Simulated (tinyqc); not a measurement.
What each setting does: recursion (Haydock) method for the local density of states: bulk site of a square lattice.

One orbital a site at energy 0, hopping -t to the 4 nearest neighbours of a square lattice; the start u0 is a site in the bulk, with energy V. Recursion: a_n = <u_n|H|u_n>, b_(n+1) u_(n+1) = (H - a_n) u_n - b_n u_(n-1), b > 0. G(z) = 1/(z - a0 - b1^2/(z - a1 - b2^2/(...))), z = E + i eta. After n levels the tail is b_n^2 T with the square-root terminator T = (z - sqrt(z - 2b) sqrt(z + 2b))/(2 b^2), b = 2t so that the band edges lie at -/+ 4t.

Values chosen for the exercise:
- t = 0.84 eV (hopping)
- V = 0 eV (shift of the starting site)
- n = 4 (levels kept)
- E = 0.93 eV (energy)
- eta = 0.042 eV (broadening)

G at z = E + i eta with n levels and terminator. Each row changes one parameter from the base and keeps the others.

Results:

| case | Re G (1/eV) | density (1/eV) |
|---|---|---|
| base | 0.3266 | 0.1676 |
| t = 0.924 eV | 0.2943 | 0.1605 |
| V = 0.5 eV | 0.1749 | 0.2179 |
| n = 5 | 0.3242 | 0.1628 |
| E = 1.1 eV | 0.3276 | 0.1525 |
| eta = 0.084 eV | 0.3137 | 0.1671 |

The largest shifts from the base row, up to three for each result and ties (the steps differ in size, so this ranks the rows, not the parameters). Re G (1/eV): V -0.1517, t -0.0323, eta -0.0128. density (1/eV): V +0.0502, E -0.0152, t -0.0071.

Run: tinyqc, `OMP_NUM_THREADS=1 python tinyqc.py 1452043 1452044 out.jsonl`; Intel(R) Xeon(R) Processor @ 2.30GHz, one thread, shared host; about 0.01 s of CPU time with all checks.
